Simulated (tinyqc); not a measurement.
Inside a calculation: interface roughness in a thin film (subband fluctuation and scattering). Values are carried at full precision from step to step, so a last printed digit may differ when a step is redone from the rounded ones.

Square well of width t, barriers V0, c = hbar^2/2m0: E1 solves k t + 2 atan[(k/mz)/(kappa/mb)] = pi, k = sqrt(mz E/c), kappa = sqrt(mb (V0 - E)/c). One interface is rough, so the subband edge fluctuates by G dt with G = |dE1/dt| (central difference of 0.01 angstrom; 2 E1/t for hard walls).

Constants: hbar^2/2m0 = 3.80998211 eV angstrom^2; e^2/(4 pi eps0) = 14.39964547 eV angstrom; hbar = 6.58211957e-16 eV s.

Inputs chosen for the exercise (near those of a thin Si channel on (100), two-fold valleys; shifted at random, so the results belong to these values and not to a real crystal):

| symbol | value | unit | meaning |
|---|---|---|---|
| t | 28 | angstrom | film thickness |
| mz | 0.898 | m0 | confinement mass |
| V0 | 3.05 | eV | barrier |
| mb | 0.51 | m0 | barrier mass |
| D | 2.6 | angstrom | rms height of the roughness |
| md | 0.188 | m0 | mass in the plane |
| gv | 2 |  | valleys |
| Lc | 46 | angstrom | correlation length |
| Ns | 4.1 | x 1e12/cm^2 | sheet density |
| eps | 7.9 |  | mean dielectric constant at the channel |
| Lg | 200 | angstrom | gate length |
| Wg | 150 | angstrom | gate width |

## Sensitivity of the level to thickness

Give E1, G, the hard-wall values and the rms fluctuation G D.

E1 = 47.20 meV
G = |dE1/dt| = 3.1672 meV/angstrom

hard walls: E1 (meV) and G (meV/angstrom): 53.411  3.815

G D = 8.23 meV

Hard walls overstate G by a factor 1.20, and the scattering rate, which goes as G^2, by 1.45.

## The angular integrand

Gaussian roughness spectrum S(q) = pi D^2 Lc^2 exp(-q^2 Lc^2/4). Degenerate gas, taken to fill one subband (the second starts to fill once c kF^2/md exceeds E2 - E1, which is not tested here): kF = sqrt(2 pi Ns/gv), q = 2 kF sin(theta/2), 1/tau = (md/(2 pi c hbar)) G^2 times the integral from 0 to pi of S(q)(1 - cos theta)/eps(q)^2 dtheta, eps(q) = 1 + qs/q with screening (qs = gv md q0/(c eps), q0 = e^2/(4 pi eps0), form factors left out, which overstates the screening; other scattering is left out too, so these values lie far above measured mobilities in all but the thinnest films) or 1 without; mobility = tau c2/md with c2 = e/m0 = 1.75882e15 cm^2/(V s^2); 1e12/cm^2 = 1e-4/angstrom^2.

kF, qs, and exp(-q^2 Lc^2/4)(1 - cos theta) without and with the factor 1/eps^2 at theta = 30, 60, ..., 180 degrees.

kF = 0.03589 1/angstrom
qs = 0.1799 1/angstrom

Integrand:

| theta | q (1/angstrom) | bare | eps(q) | screened |
|---|---|---|---|---|
| 30 | 0.0186 | 0.112 | 10.68 | 0.000978 |
| 60 | 0.0359 | 0.253 | 6.01 | 0.00700 |
| 90 | 0.0508 | 0.256 | 4.54 | 0.0124 |
| 120 | 0.0622 | 0.194 | 3.89 | 0.0128 |
| 150 | 0.0693 | 0.147 | 3.59 | 0.0114 |
| 180 | 0.0718 | 0.131 | 3.51 | 0.0107 |

kF Lc = 1.65: the spectrum cuts off large angles, and the bare integrand is largest at 90 degrees among these rows.

## Scattering time and mobility

Integrate over theta.

Results:

| case | integral | tau (fs) | mobility (cm^2/(V s)) |
|---|---|---|---|
| bare | 0.5377 | 345.8 | 3235 |
| screened | 0.02611 | 7121 | 6.662e+04 |

Screening raises the mobility by a factor 20.6. With it kF l = 565, so by this rate the carriers are far from localisation. Phonons, and the gate field that presses carriers to the wall, limit real channels far below this value.

## Threshold variation

Averaged over an area A = Lg Wg much larger than Lc^2, the thickness varies by D sqrt(pi Lc^2/A), so sigma(Vt) = G D Lc sqrt(pi/A)/e; the Pelgrom coefficient is sigma sqrt(A) (1 micrometre = 1e4 angstrom).

rms of the mean thickness = 1.224 angstrom
sigma(Vt) = 3.876 mV
coefficient = 0.0671 mV micrometre

The electrostatic effect of the thickness is left out. Lc is not small against the gate, so the averaging formula overstates the variation.

## Checks

- G from the envelope at the wall, psi(t/2)^2 (E1 + c mz (kappa/mb)^2), against the difference quotient, meV/angstrom: both 3.167.
- Bare integral for Lc -> 0 against pi: both 3.1416.

Computed by tinyqc, a small Python program: `OMP_NUM_THREADS=1 python tinyqc.py 1251596 1251597 out.jsonl` (the numbers bound the seed that draws the inputs); one thread of a shared host (Intel(R) Xeon(R) Processor @ 2.30GHz), about 0.01 s for the whole set of steps.
